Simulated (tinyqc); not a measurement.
Specific resistance of a metal-semiconductor contact and its transmission-line measurement: one step, computed by the program tinyqc.

The barrier is parabolic (depletion approximation), energies E are normal energies counted from the band edge in the neutral semiconductor (downwards for holes), and the bias is zero. xi is an input, held fixed when other inputs move.

Task: Transmission and supply. WKB transmission for E < E_b, with a = E/E_b: D = exp{-(E_b/E_00) [sqrt(1 - a) - a ln((1 + sqrt(1 - a))/sqrt(a))]}; D = 1 above. f = 1/(1 + exp((E - xi)/k_B T)).

Inputs (values chosen for the exercise, modelled on p-type silicon): Fermi level above the band edge in the bulk, xi = -0.011 eV; temperature T = 200 K.

Image-force lowering: included.

barrier used, above the bulk band edge = 0.3200886 eV

E_00 = 22.70667 meV

Constants: k_B = 8.617333262e-05 eV/K.

Give: E, D, f and D f at E/E_b = 0.05, 0.15, 0.3, 0.45, 0.6, 0.75, 0.9, 0.98.

Result:

E, D, f and D f at E/E_b = 0.05, 0.15, 0.3, 0.45, 0.6, 0.75, 0.9, 0.98:
```
E/E_b,E (eV),D,f,D f
0.05,0.0160,5.008e-06,1.727e-01,8.647e-07
0.15,0.0480,6.710e-05,3.155e-02,2.117e-06
0.30,0.0960,1.259e-03,2.005e-03,2.525e-06
0.45,0.1440,1.225e-02,1.239e-04,1.518e-06
0.60,0.1921,7.353e-02,7.643e-06,5.620e-07
0.75,0.2401,2.892e-01,4.714e-07,1.363e-07
0.90,0.2881,7.383e-01,2.908e-08,2.147e-08
0.98,0.3137,9.737e-01,6.580e-09,6.407e-09
```
